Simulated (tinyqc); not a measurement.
Tight binding, kagome lattice, step by step. One step of it, computed by the program tinyqc.

Problem. Bloch Hamiltonian at k. H_AB = -t1 - t2 exp(-i k.a1), H_AC = -t1 - t2 exp(-i k.a2), H_BC = -t1 - t2 exp(i k.(a1 - a2)), H_CC = delta.

Parameters chosen for this model:
```
parameter     value                unit
t1         0.590000    eV, up triangles
t2         1.170000  eV, down triangles
delta      0.380000        eV on site C
```

k point k (fractions of the reciprocal vectors): -0.220000  -0.470000

Give: H(k) at k.

Solution.

H(k) at k (eV):
```
               A              B              C
A          0.000  -0.809-1.149i   0.559-0.219i
B  -0.809+1.149i          0.000  -0.590-1.170i
C   0.559+0.219i  -0.590+1.170i          0.380
```
